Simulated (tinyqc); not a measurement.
Transparency density and B against temperature: optical gain and spontaneous emission in a bulk direct-gap semiconductor.

Parabolic bands, vertical transitions, no excitons. For each hole band j: mr = me mj/(me + mj); joint density of states J_j(E) = (mr/c)^(3/2) sqrt(E - Eg)/(2 pi^2), both spins, c = hbar^2/2m0; averaged matrix element |e.p|^2 = m0 Ep/6; alpha_j(E) = 4 pi^2 alpha_f c Ep J_j/(3 nr E) in 1/angstrom (alpha_f the fine-structure constant, listed as alpha among the constants), times 1e8 for 1/cm.

F_j(eta) = (1/Gamma(j + 1)) integral_0^infinity x^j dx/(1 + exp(x - eta)), which tends to exp(eta) for eta << 0.

Quasi-Fermi levels: n = Nc F_1/2(Fc/kT) and p = Nv F_1/2(Fv/kT), Fc counted up from the conduction edge and Fv down from the valence edge; Nc, Nv from N = 2 (m kB T/(4 pi c))^(3/2) with c = hbar^2/2m0, in 1/angstrom^3; times 1e24 for 1/cm^3, with me and (mhh^(3/2) + mlh^(3/2))^(2/3).

For band j the electron sits at Ee = (E - Eg) mr/me above its edge and the hole at Eh = (E - Eg) mr/mj; fe = 1/(1 + exp((Ee - Fc)/kT)), fh = 1/(1 + exp((Eh - Fv)/kT)); gain g = sum_j alpha_j (fe + fh - 1).

Spontaneous rate: R = integral of (nr E/(hbar c))^2/(pi^2 hbar) sum_j alpha_j fe fh dE, with alpha in 1/cm and (nr E/(hbar c))^2 in 1/cm^2 (1e16 per 1/angstrom^2); B = R/(n p); lifetime n/R.

Constants: hbar^2/2m0 = 3.80998211 eV angstrom^2; fine-structure constant alpha = 0.007297352564; kB = 8.617333262e-05 eV/K; hbar = 6.58211957e-16 eV s; hbar c = 1973.269805 eV angstrom.

Inputs chosen for the exercise (near those of GaAs; shifted at random, so the results belong to these values and not to a real crystal):

| symbol | value | unit | meaning |
|---|---|---|---|
| Eg | 1.447 | eV | direct gap |
| me | 0.067 | m0 | electron mass |
| mhh | 0.484 | m0 | heavy-hole mass |
| mlh | 0.0784 | m0 | light-hole mass |
| Ep | 25.5 | eV | Kane energy |
| nr | 3.54 |  | refractive index |

Eg is held fixed; B is taken at n = 1e15 1/cm^3.

Results:

| T (K) | transparency density (1/cm^3) | Fc/kT there | B (cm^3/s) |
|---|---|---|---|
| 100 | 2.32e+17 | 1.963 | 1.34e-09 |
| 150 | 4.26e+17 | 1.963 | 7.33e-10 |
| 200 | 6.56e+17 | 1.963 | 4.78e-10 |
| 250 | 9.17e+17 | 1.963 | 3.44e-10 |
| 300 | 1.21e+18 | 1.963 | 2.63e-10 |
| 400 | 1.86e+18 | 1.963 | 1.72e-10 |
| 500 | 2.59e+18 | 1.963 | 1.24e-10 |

Give the missing row, T (K) = 350.

Computed row:
```
T (K)  transparency density (1/cm^3)  Fc/kT there  B (cm^3/s)
350                         1.52e+18        1.963    2.09e-10
```

Fc/kT at transparency stays at 1.963, since it depends on Nv/Nc alone, so the density goes as T^1.50. B goes as T^-1.48, against T^-1.5 for non-degenerate carriers: hot carriers spread over k and fewer pairs share a wave vector.

Computed by tinyqc, a small Python program: `OMP_NUM_THREADS=1 python tinyqc.py 1682138 1682139 out.jsonl` (the numbers bound the seed that draws the inputs); one thread of a shared host (Intel(R) Xeon(R) Processor @ 2.30GHz), about 0.1 s for the whole set of steps.
